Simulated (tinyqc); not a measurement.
All estimates against temperature: estimate of lattice thermal conductivity from elastic moduli (Slack, Klemens and Cahill formulas). Computed by tinyqc, a small Python program. Command: `OMP_NUM_THREADS=1 python tinyqc.py 3015867 3015868 out.jsonl slack walk`. One thread of a shared host (Intel(R) Xeon(R) Processor @ 2.30GHz), about 0.01 s of CPU time with the checks.

An isotropic solid.

Inputs (values chosen for the exercise, for a model crystal):

| quantity | value | unit |
|---|---|---|
| bulk modulus B | 141 | GPa |
| shear modulus G | 70.7 | GPa |
| volume per atom V | 7.12 | angstrom^3 |
| mean atomic mass M | 50.6 | u |
| atoms per primitive cell n | 1 | - |
| temperature T | 300 | K |
| disorder parameter Gamma | 0.006 | - |
| grain size d | 2200 | nm |

Grueneisen parameter: from the Poisson ratio.

Constants: u = 1.6605390666e-27 kg; hbar = 1.054571817e-34 J s; k_B = 1.380649e-23 J/K; h = 6.62607015e-34 J s.

Method:
- rho = M/V; vL = sqrt((B + 4G/3)/rho), vT = sqrt(G/rho); v_m = [(vL^-3 + 2 vT^-3)/3]^(-1/3); Poisson ratio sigma = (3B - 2G)/(6B + 2G); Theta = hbar v_m (6 pi^2/V)^(1/3)/k_B.
- Empirical rule gamma = (3/2) (1 + sigma)/(2 - 3 sigma).
- Slack, an estimate for T near or above Theta_a: kappa = A M Theta_a^3 delta n^(1/3)/(gamma^2 T) in W/(m K), with M in u, delta = V^(1/3) in angstrom, Theta_a = Theta n^(-1/3) and A = 2.43e-6/(1 - 0.514/gamma + 0.228/gamma^2).
- High-temperature forms with the classical heat capacity. Klemens: kappa/kappa_0 = arctan(u)/u, u^2 = pi^2 Theta V Gamma kappa_0/(h v_m^2). Grains: 1/kappa_poly = 1/kappa + 1/(C v_m d/3), C = 3 k_B/(n V), the acoustic branches alone.
- Cahill minimum: kappa_min = (pi/6)^(1/3) k_B V^(-2/3) sum over L, T, T of v (T/Theta_i)^2 int_0^(Theta_i/T) x^3 e^x/(e^x - 1)^2 dx, Theta_i = Theta v_i/v_m (64 Gauss-Legendre points).

Grueneisen parameter gamma = 1.68451

Debye temperature Theta = 422.317 K

v_m = 2728.91 m/s

vL = 4464.99 m/s

vT = 2447.65 m/s

acoustic Debye temperature Theta_a = 422.317 K

Kappa (W/(m K)):

| T (K) | perfect crystal | with point defects | polycrystal | minimum |
|---|---|---|---|---|
| 200 | 40.498 | 29.469 | 29.395 | 1.0728 |
| 300 | 26.998 | 21.305 | 21.266 | 1.2350 |
| 400 | 20.249 | 16.754 | 16.730 | 1.3047 |
| 550 | 14.726 | 12.725 | 12.711 | 1.3510 |
| 750 | 10.799 | 9.654 | 9.646 | 1.3764 |
| 1000 | 8.100 | 7.425 | 7.420 | 1.3897 |
| 1300 | 6.230 | 5.818 | 5.815 | 1.3968 |
| 1700 | 4.764 | 4.516 | 4.515 | 1.4011 |

The perfect crystal follows 1/T. With point defects the exponent runs from -0.80 to -0.94 (the strong-disorder limit is -1/2), and with grains from -0.80 to -0.94. At the highest T it is still 3.2 times the minimum. Rows below Theta_a = 422 K are outside the range of the Slack formula. Caution: T lies below Theta_a, where umklapp processes begin to freeze out and the Slack formula can fall short.

Extremes, crossings and ranges named in words are read from the listed rows.
